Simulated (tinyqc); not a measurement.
Inside a calculation. Method: RKS/B3LYP (VWN-RPA form) in the 6-311g basis, for H-, spin multiplicity 1. The basis has no diffuse functions, so it cannot describe the extra electron: this is an exercise in the method, not the real anion. One step of it, computed by the program tinyqc.

Task: Iteration 2: DIIS coefficients. Solve [B -1; -1 0][c; lambda] = [0; -1] for the coefficients, which sum to one.

B (overlaps of the stored error matrices):
```
[[2.6356106e-01, -4.6894253e-03],
 [-4.6894253e-03, 5.3426429e-04]]
```

Give: DIIS coefficients.

Result:

DIIS coefficients: [0.0191, 0.9809]
